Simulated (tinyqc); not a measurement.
From results back to parameters: static screening by free carriers. Three cases, with inputs chosen for the exercise.

Problem. At zero temperature the gas shows Friedel oscillations of period pi/kF and a Thomas-Fermi length 1/qTF; n and m are hidden.

kF = (3 pi^2 n/Mv)^(1/3), EF = c kF^2/m with c = hbar^2/2m0, n in 1/angstrom^3 (1e-24 per 1/cm^3), e2 = e^2/(4 pi eps0). Thomas-Fermi: qTF^2 = 6 pi e2 n/(eps EF). Debye: qD^2 = 4 pi e2 n/(eps kB T).

Constants: hbar^2/2m0 = 3.80998211 eV angstrom^2; e^2/(4 pi eps0) = 14.39964547 eV angstrom.

Find: kF; n; m.

Method. kF = pi/period and n = Mv kF^3/(3 pi^2); qTF^2 = 2 e2 Mv m kF/(pi eps c) then gives m.

Case 1.

Values chosen (out of a larger set: a free-electron density near that of Ag; not measured data): Mv = 1 (valleys); eps = 1 (background dielectric constant).

period = 2.59106 angstrom
1/qTF = 0.585476 angstrom

Solution.

kF = 1.212 1/angstrom
n = 6.02e+22 1/cm^3
m = 1.000 m0

Case 2.

Values chosen (out of a larger set: near those of Si; not measured data): Mv = 6 (valleys); eps = 11.5 (background dielectric constant).

period = 55.8846 angstrom
1/qTF = 6.78179 angstrom

Solution.

kF = 0.05622 1/angstrom
n = 3.60e+19 1/cm^3
m = 0.308 m0

Case 3.

Values chosen (out of a larger set: near those of GaAs; not measured data): Mv = 1 (valleys); eps = 12.9 (background dielectric constant).

period = 81.9895 angstrom
1/qTF = 45.9051 angstrom

Solution.

kF = 0.03832 1/angstrom
n = 1.90e+18 1/cm^3
m = 0.066 m0

Computed by tinyqc, one run a case: `OMP_NUM_THREADS=1 python tinyqc.py N N+1 out.jsonl` with N = 1651539, 1651552, 1651558; one thread of a shared Intel(R) Xeon(R) Processor @ 2.30GHz, about 0.01 s a run at most.
